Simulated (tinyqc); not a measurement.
Empirical pseudopotential in a few plane waves, step by step. One step of it, computed by the program tinyqc.

Problem. Bloch Hamiltonian at G. Basis: the 15 shortest G (labels in 2 pi/a), the same at every k. H(G,G') = c |k + G|^2 delta + VS(|G-G'|^2) cos((G-G').tau) + i VA sin((G-G').tau), tau = a/8 (1,1,1); 1 Ry = 13.605693 eV.

Parameters chosen for this model: fcc lattice, atoms at +/- a/8 (1,1,1); form factors in rydberg at |G|^2 in units of (2 pi/a)^2:

| parameter | value | unit |
|---|---|---|
| a | 6.070000 | angstrom |
| VS(3) | -0.219000 | Ry |
| VS(8) | 0.010000 | Ry |
| VS(11) | 0.072000 | Ry |
| VA(3) | 0.055000 | Ry |
| VA(4) | 0.031000 | Ry |
| VA(11) | 0.018000 | Ry |
| hbar^2/2m (2 pi/a)^2 | 4.082303 | eV |

k point G (2 pi / a): 0  0  0

Give: H(k) at G.

Solution.

H(k) at G (eV), lower triangle (Hermitian):
```
               +0+0+0         -1-1-1         -1-1+1         -1+1-1
+0+0+0          0.000
-1-1-1   2.107-0.529i         12.247
-1-1+1  -2.107-0.529i   0.000+0.422i         12.247
-1+1-1  -2.107-0.529i   0.000+0.422i          0.136         12.247
-1+1+1  -2.107+0.529i         -0.136   0.000+0.422i   0.000+0.422i
+1-1-1  -2.107-0.529i   0.000+0.422i          0.136          0.136
+1-1+1  -2.107+0.529i         -0.136   0.000+0.422i          0.000
+1+1-1  -2.107+0.529i         -0.136          0.000   0.000+0.422i
+1+1+1   2.107+0.529i          0.000         -0.136         -0.136
-2+0+0   0.000-0.422i  -2.107+0.529i  -2.107-0.529i  -2.107-0.529i
+0-2+0   0.000-0.422i  -2.107+0.529i  -2.107-0.529i   0.693-0.173i
+0+0-2   0.000-0.422i  -2.107+0.529i   0.693-0.173i  -2.107-0.529i
+0+0+2   0.000+0.422i  -0.693-0.173i   2.107+0.529i  -0.693+0.173i
+0+2+0   0.000+0.422i  -0.693-0.173i  -0.693+0.173i   2.107+0.529i
+2+0+0   0.000+0.422i  -0.693-0.173i  -0.693+0.173i  -0.693+0.173i

               -1+1+1         +1-1-1         +1-1+1         +1+1-1
-1+1+1         12.247
+1-1-1          0.000         12.247
+1-1+1          0.136   0.000+0.422i         12.247
+1+1-1          0.136   0.000+0.422i          0.136         12.247
+1+1+1   0.000+0.422i         -0.136   0.000+0.422i   0.000+0.422i
-2+0+0   2.107-0.529i   0.693-0.173i  -0.693-0.173i  -0.693-0.173i
+0-2+0  -0.693-0.173i  -2.107-0.529i   2.107-0.529i  -0.693-0.173i
+0+0-2  -0.693-0.173i  -2.107-0.529i  -0.693-0.173i   2.107-0.529i
+0+0+2  -2.107+0.529i  -0.693+0.173i  -2.107+0.529i   0.693+0.173i
+0+2+0  -2.107+0.529i  -0.693+0.173i   0.693+0.173i  -2.107+0.529i
+2+0+0   0.693+0.173i   2.107+0.529i  -2.107+0.529i  -2.107+0.529i

               +1+1+1  -2+0+0  +0-2+0  +0+0-2
+1+1+1         12.247
-2+0+0  -0.693+0.173i  16.329
+0-2+0  -0.693+0.173i   0.136  16.329
+0+0-2  -0.693+0.173i   0.136   0.136  16.329
+0+0+2  -2.107-0.529i  -0.136  -0.136   0.000
+0+2+0  -2.107-0.529i  -0.136   0.000  -0.136
+2+0+0  -2.107-0.529i   0.000  -0.136  -0.136

        +0+0+2  +0+2+0  +2+0+0
+0+0+2  16.329
+0+2+0   0.136  16.329
+2+0+0   0.136   0.136  16.329
```
